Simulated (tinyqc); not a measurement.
From one set of inputs to another, one input at a time: Stillinger-Weber potential for a tetrahedral semiconductor. Computed by tinyqc, a small Python program. Command: `OMP_NUM_THREADS=1 python tinyqc.py 3014381 3014382 out.jsonl swsi ladder`. One thread of a shared host (Intel(R) Xeon(R) Processor @ 2.30GHz), about 0.1 s of CPU time with the checks.

With x = r/sigma: pair term eps A (B x^-4 - 1) exp(1/(x - a)); for each pair of neighbours j, k of atom i, three-body term eps lambda exp(gamma/(x_ij - a) + gamma/(x_ik - a)) (cos theta_jik + 1/3)^2; both vanish beyond x = a. A = 7.049556277, B = 0.6022245584, a = 1.8.

The inputs printed are set A. Set A is modelled on germanium; the values taken over come from a set modelled on silicon. Inputs not listed in the table keep their values of set A, so the rows need not describe a real material.

Inputs (values chosen for the exercise, modelled on germanium):

| quantity | value | unit |
|---|---|---|
| energy scale eps | 1.919 | eV |
| length scale sigma | 2.189 | angstrom |
| three-body strength lambda | 33.8 | - |
| gamma | 1.1 | - |

Constants: 1 eV/angstrom^3 = 160.2176634 GPa.

Method. All angles are tetrahedral, so only the pair term acts; its minimum lies at x = 2^(1/6) with depth eps, and second neighbours lie beyond the cut-off. a0 = 4 d/sqrt3; E = -2 eps per atom. Second derivatives of the energy per atom, volume a0^3/8: e_xx gives C11, e_xx = -e_yy gives 2 (C11 - C12), e_xy = e_yx = h/2 gives the unrelaxed C44(0). Under that shear the second sublattice shifts by u_z; minimising over u_z gives C44 = C44(0) - E_hu^2/(E_uu V) and Kleinman's zeta = |E_hu/E_uu|/(a0/4). The optical force constant is k = 4 E_uu, with M omega^2 = k at the zone centre.

Each row keeps all changes above it:

| input moved | from | to | C11 (GPa) | C44 (GPa) | internal strain zeta |
|---|---|---|---|---|---|
| set A | - | - | 162.59 | 73.560 | 0.37686 |
| three-body strength lambda | 33.8 | 20.2 | 128.83 | 52.785 | 0.55285 |
| energy scale eps (eV) | 1.919 | 2.085 | 139.98 | 57.351 | 0.55285 |
| gamma | 1.1 | 1.2 | 126.06 | 46.213 | 0.63969 |
| length scale sigma (angstrom) | 2.189 | 2.091 | 144.62 | 53.020 | 0.63969 |

C11 goes from 163 to 145, a factor 0.889 in all. The largest single move comes from three-body strength lambda (a factor 0.792), and length scale sigma works against it (a factor 1.15). C44 goes from 73.6 to 53.0, a factor 0.721 in all. The largest single move comes from three-body strength lambda (a factor 0.718), and length scale sigma works against it (a factor 1.15). Internal strain zeta goes from 0.377 to 0.640, a factor 1.70 in all. The largest single move comes from three-body strength lambda (a factor 1.47). The single moves hold for this order of the switches; the total does not depend on the order.

Caution (all rows): the original fit to silicon is too soft in shear (C44) and too stiff for the optical mode.

Extremes, crossings and ranges named in words are read from the listed rows.
